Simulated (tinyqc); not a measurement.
FinFET, parasitic resistance, capacitance and delay: one step of the calculation.

Nf fins under one contact; each has gated perimeter p = 2 Hf + Wf and cross-section A = Hf Wf; contact width Wc = Nf pf, stack height Hs = Hf. Contact length Lc = CPP - Lg - 2 Lsp, shared by two neighbouring gates. Source and drain sides are equal. The formulas are first-order estimates, not field solutions.

Problem. Fin currents at Vgs = Vdd, Vds = Vdd/2. One fin: I = p Q vx u/(1 + |u|^1.8)^(1/1.8), Q = Cinv n Vt ln(1 + exp((Vg' - VT + dl Vd')/(n Vt))), u = Vd' mu/(vx Lg), Vg' = Vgs - v, Vd' = Vds - 2 v, with the drop on each side v = Rc (sum of I) + Rx I. I(new) = I(out).

Inputs (values chosen for the exercise); values close to those of silicon logic devices:
```
symbol,value,unit,meaning
T,300,K,temperature
Hf,60,nm,fin height
Wf,6,nm,fin width
Lg,18,nm,gate length
Cinv,2.6,uF/cm^2,inversion capacitance
vx,1.3e7,cm/s,injection velocity
mu,130,cm^2/(V s),apparent mobility
VT,0.27,V,threshold at zero drain voltage
dl,0.04,V/V,barrier lowering
n,1.09,,subthreshold factor
Vdd,0.65,V,supply voltage
```

Constants: q = 1.602176634e-19 C, kB = 1.380649e-23 J/K, Vt = kB T/q. Results are converted to the units shown.

I at the start (uA): fin 1 0, fin 2 0
Rc = 164.99590 ohm
Rx = 51.111111 ohm

Give: drop v; I(out); I after iteration 1.

Solution.

drop v (mV): fin 1 0, fin 2 0
I(out) (uA): fin 1 141.95, fin 2 141.95
I after iteration 1 (uA): fin 1 141.95, fin 2 141.95

Numbers from tinyqc (`OMP_NUM_THREADS=1 python tinyqc.py 2170005 2170006 out.jsonl`; about 0.03 s on one thread of a shared Intel Xeon 2.30GHz).
